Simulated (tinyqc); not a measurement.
Inside a calculation: overlap of hydrogenic dopants: pairs, impurity band and the Mott density. Values are carried at full precision from step to step, so a last printed digit may differ when a step is redone from the rounded ones.

Ry* = Ry m/eps^2, aB = a0 eps/m. For 1s orbitals a distance rho = R/aB apart, in Ry*: overlap S = exp(-rho)(1 + rho + rho^2/3), J = (2/rho)(1 - (1 + rho) exp(-2 rho)) (attraction to the other ion), Kx = 2 (1 + rho) exp(-rho) (exchange of one electron). One electron on a pair has E = -1 - (J +/- Kx)/(1 +/- S), without the repulsion 2/rho of the ions. Hopping after orthogonalisation: t = (Kx - S J)/(1 - S^2), half the splitting. Dopants on a lattice with z neighbours, n = 1/R^3 (simple cubic), give a band of width B = 2 z t, as on any lattice of two interpenetrating sublattices. Valleys, central cells and disorder are left out.

Constants: Ry = 13.60569312 eV; a0 (Bohr radius) = 0.5291772105 angstrom; hbar = 6.58211957e-16 eV s.

Parameters, chosen for this exercise (an isotropic mass and dielectric constant of the size used for donors in Si; the results hold for these values, not for the real material):
- m = 0.305 m0 (mass)
- eps = 11.5 (dielectric constant)
- N = 0.0056 1/aB^3 (dopant density)
- rho = 5.8 aB (distance of a pair)
- u = 1.25 Ry* (cost of a second electron on one dopant)
- z = 6 (neighbours in the dopant lattice)

## Scales

Form Ry*, aB, and the density N in 1/cm^3 (1/angstrom^3 = 1e24/cm^3).

Ry* = 31.378 meV
aB = 19.953 angstrom
density = 7.050e+17 1/cm^3

## A pair with one electron

Form S, J, Kx, the two levels, t, and the total energy of the lower state with the repulsion, relative to a distant pair (-1).

S, J, Kx: 0.05454  0.34481  0.04117

levels (Ry*): even -1.36602, odd -1.32115

t = 0.02244 Ry*
energy of the pair against a distant one (negative: bound) = -0.02119 Ry*

In this host the pair is 11.6 nm long and its splitting 2t is 1.41 meV.

## The pair with two electrons (two-site Hubbard model)

t is the hopping between the two dopants. Singlet at (u - sqrt(u^2 + 16 t^2))/2 below the triplet at 0; estimate 4 t^2/u; weight of double occupancy (1 - u/sqrt(u^2 + 16 t^2))/2; swap time pi hbar/Jx with Jx the splitting in eV. t and u are in units of Ry*.

singlet-triplet splitting (meV): exact 0.05048, 4 t^2/u 0.05055

double occupancy = 0.0013
swap time = 41.0 ps

The estimate is 0.1 % too high at 4t/u = 0.07.

## The impurity band at this density

Form R/aB, t, B = 2 z t and N^(1/3) aB. Two estimates of the gap between the Hubbard bands: u - B (rigid bands, closing at B = u) and the Hubbard-III rule, which closes at B = (2/sqrt3) u; give B/u.

R/aB = 5.6312
t = 0.02574 Ry*

B: in Ry* 0.309, in meV 9.691

N^(1/3) aB = 0.1776
B/u = 0.247

Both rules leave a gap: an insulator at T = 0. Mott's screening rule, N^(1/3) aB = 0.26, puts this density on the insulating side.

## Checks

- Overlap S against numerical integration in elliptic coordinates: both 0.054536.

Run: tinyqc, `OMP_NUM_THREADS=1 python tinyqc.py 1481468 1481469 out.jsonl`; Intel(R) Xeon(R) Processor @ 2.30GHz, one thread, shared host; about 0.01 s of CPU time with all checks.
